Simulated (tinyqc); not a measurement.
The decay curve: photoconductance decay in a wafer: bulk and surface recombination modes, and iron detection by pair splitting. Computed by tinyqc, a small Python program. Command: `OMP_NUM_THREADS=1 python tinyqc.py 3113438 3113439 out.jsonl pcd walk`. One thread of a shared host (Intel(R) Xeon(R) Processor @ 2.30GHz), about 0.01 s of CPU time with the checks.

Both faces of the wafer have the same S; injection is low and all coefficients are constant. x runs from -W/2 to W/2.

Inputs (values chosen for the exercise, modelled on p-type silicon): thickness W = 525 micrometre; diffusivity D = 32.7 cm^2/s; bulk lifetime tau_b without iron = 6.2 microsecond; surface recombination velocity S = 7700 cm/s; absorption coefficient alpha = 560 1/cm.

Method:
- Even modes cos(a x) obey b tan b = S W/(2 D) with b = a W/2, odd modes sin(a x) obey -b cot b = S W/(2 D); each decays at the rate 1/tau_b + D a^2.
- tau_eff is the decay time of the first mode. The surface time is 1/(D a^2) of that mode; shortcuts for it are W/(2 S), W^2/(pi^2 D) and their sum, whose error is sum/surface time - 1.
- Light from one face makes n(x, 0) proportional to exp(-alpha (x + W/2)). Only even modes carry the thickness average: weight c_n = [sin b/b] int n cos(a x) dx / (int cos^2(a x) dx x mean n), with int exp(-alpha (x + W/2)) cos(a x) dx = [alpha cos b (1 - E) + a sin b (1 + E)]/(alpha^2 + a^2), E = exp(-alpha W), and int cos^2 = W/2 + sin(2 b)/(2 a).
- Mean density = sum_n c_n exp(-t/tau_n) over 60 modes; the local decay time is -1/(d ln n/dt).

W^2/(pi^2 D) = 8.54026 microsecond

tau_eff = 4.02544 microsecond

Decay:
```
t / (W^2/(pi^2 D))  t (microsecond)  mean density/start  local decay time (microsecond)
0.02                          0.171             0.73759                          0.8332
0.05                          0.427             0.57888                          1.2880
0.10                          0.854             0.44023                          1.8338
0.20                          1.708             0.29935                          2.5840
0.50                          4.270             0.13465                          3.6878
1.00                          8.540             0.04521                          4.0080
2.00                         17.081             0.00541                          4.0254
```

The local decay time goes from 0.833 to 4.03 microsecond against tau_eff = 4.03. Early on higher modes speed the decay, so a fit must start late.
